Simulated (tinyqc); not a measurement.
Traps spread exponentially in energy.

For traps of total density Nt spread as exp(-E/kB Tc) below the band edge, with l = Tc/T: J = q mu Nc [eps0 eps_r l/(q Nt (l + 1))]^l [(2 l + 1)/(l + 1)]^(l + 1) V^(l + 1)/L^(2 l + 1). It needs trapped charge far above free charge, so only rows below a fifth of the trap-free current (9/8) eps0 eps_r mu V^2/L^3 are listed.

Inputs (values chosen for the exercise):
- eps_r = 15.4 (relative permittivity)
- mu = 22 cm^2/(V s) (mobility)
- L = 770 nm (thickness)
- Nc = 1.9e20 cm^-3 (band density of states)
- Nt = 6e17 cm^-3 (trap density)
- V = 7.3 V (voltage)

Constants: q = 1.602176634e-19 C, eps0 = 8.8541878128e-14 F/cm where lengths are in cm. Results are converted to the units shown.

Traps spread exponentially in energy:
```
l    exponent of V  exponent of 1/L  J (A/cm^2)
3.2          4.200            7.400       680.5
4            5.000            9.000       45.71
4.8          5.800            10.60       3.086
5.7          6.700            12.40      0.1493
6.5          7.500            14.00     0.01013
7.3          8.300            15.60    6.886e-4
8.2          9.200            17.40    3.348e-5
9            10.00            19.00    2.279e-6
```

J falls from 680 to 2.28e-6 A/cm^2 at V = 7.3 V, well below q Nt L^2/(2 eps0 eps_r) = 209 V, near which the curves for different l come together. A slope above 2 on a log-log plot gives l, and its change with temperature tests the model.

tinyqc, about 0.01 s, one thread, Intel Xeon 2.30GHz (shared host): `OMP_NUM_THREADS=1 python tinyqc.py 2370030 2370031 out.jsonl`
